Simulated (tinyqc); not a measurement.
Polytypes by hexagonality, and a cubic inclusion as a quantum well: one step. The polarisation field. Three cases, with inputs chosen for the exercise.

Task: Give |F|, the drop |F| L, the bound charge |P|/e per cm^2 (e = 1.602176634e-19 C), and, as a first estimate, the shift -|F| L/2 of the transition for an electron centred in the layer and a hole in the host on the high side.

Gap: E3 + (E2 - E3) h. Valence top Ev2 h and polarisation P2 h, both counted from 3C; Ec = Ev + gap.

A cubic inclusion of width L = N d in the host (h = 1) is a well of depth V = Ec(host) - Ec(3C). Square well with mass mismatch: k tan(k L/2) = (m_w/m_b) q, k = sqrt(m_w E/c), q = sqrt(m_b (V - E)/c), c = hbar^2/2m0, lowest root. The depth of the level, V - E, is its binding, and the transition to the valence top of the host is gap(host) - (V - E). The step in polarisation gives a field |F| = |P|/(eps eps0) in a thin inclusion, eps0 = 8.8541878e-12 F/m.

Give: |F|; drop; bound charge; estimated shift.

Case 1.

Values chosen (of the order of those of GaAs; the results hold for these values, not for the real material):
- E3 = 1.505 eV (gap of the cubic polytype)
- E2 = 1.527 eV (gap of 2H)
- Ev2 = 0.128 eV (valence top of 2H above that of 3C)
- P2 = 0.0023 C/m^2 (spontaneous polarisation of 2H)
- eps = 12.9 (dielectric constant)

L = 19.60200 angstrom

Result:

|F| = 0.201 MV/cm
drop = 39.5 meV
bound charge = 1.44e+12 cm^-2
estimated shift = -19.7 meV

The drop is 26 % of the well depth. The host edge on the low side sinks by 20 meV against the centre, less than the 27 meV by which the flat well binds.

Case 2.

Values chosen (of the order of those of GaN; the results hold for these values, not for the real material):
- E3 = 3.302 eV (gap of the cubic polytype)
- E2 = 3.501 eV (gap of 2H)
- Ev2 = 0.064 eV (valence top of 2H above that of 3C)
- P2 = -0.0177 C/m^2 (spontaneous polarisation of 2H)
- eps = 9.5 (dielectric constant)

L = 5.18400 angstrom

Result:

|F| = 2.104 MV/cm
drop = 109.1 meV
bound charge = 1.10e+13 cm^-2
estimated shift = -54.5 meV

The drop is 41 % of the well depth. The host edge on the low side sinks by 55 meV against the centre, more than the 21 meV by which the flat well binds, so the level may not survive the field and the estimate must be checked.

Case 3.

Values chosen (of the order of those of InAs; the results hold for these values, not for the real material):
- E3 = 0.418 eV (gap of the cubic polytype)
- E2 = 0.458 eV (gap of 2H)
- Ev2 = 0.037 eV (valence top of 2H above that of 3C)
- P2 = 0.002 C/m^2 (spontaneous polarisation of 2H)
- eps = 15.4 (dielectric constant)

L = 31.50900 angstrom

Result:

|F| = 0.147 MV/cm
drop = 46.2 meV
bound charge = 1.25e+12 cm^-2
estimated shift = -23.1 meV

The drop is 60 % of the well depth. The host edge on the low side sinks by 23 meV against the centre, more than the 9 meV by which the flat well binds, so the level may not survive the field and the estimate must be checked.

Computed by tinyqc, one run a case: `OMP_NUM_THREADS=1 python tinyqc.py N N+1 out.jsonl` with N = 1850096, 1850210, 1850241; one thread of a shared Intel(R) Xeon(R) Processor @ 2.30GHz, about 0.09 s a run at most.
